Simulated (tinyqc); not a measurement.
Nudged elastic band on a two-dimensional model surface: one step, computed by the program tinyqc. Command: `OMP_NUM_THREADS=1 python tinyqc.py 3019818 3019819 out.jsonl neb walk`. One thread of a shared host (Intel(R) Xeon(R) Processor @ 2.30GHz), about 0.1 s of CPU time with the checks.

V(x, y) = -A (cos kx + cos ky) - B cos kx cos ky + (C sin ky + S sin kx)(1 - cos kx), k = 2 pi/a; the atom hops from the minimum at (0, 0) to that at (a, 0).

Question. Stationary points. Newton steps x(new) = x - H^-1 grad V (moves limited to 0.3 angstrom) from (0, 0), (a, 0) and (a/2, 0) give the two minima and the saddle.

Inputs (values chosen for the exercise, for a model surface):
```
quantity,value,unit
amplitude A,0.33,eV
amplitude B,-0.065,eV
skew C,0.15,eV
asymmetry S,0.027,eV
period a,3.7,angstrom
```

Surface: adatom on a square lattice. Climbing image: off.

Give: positions; energies; barrier from the start.

Answer.

positions (angstrom):
```
,x,y
start,0.000,0.000
end,3.700,0.000
saddle,1.694,-0.379
```

energies (eV): start -0.5950, end -0.5950, saddle -0.1587

barrier from the start = 0.4363 eV
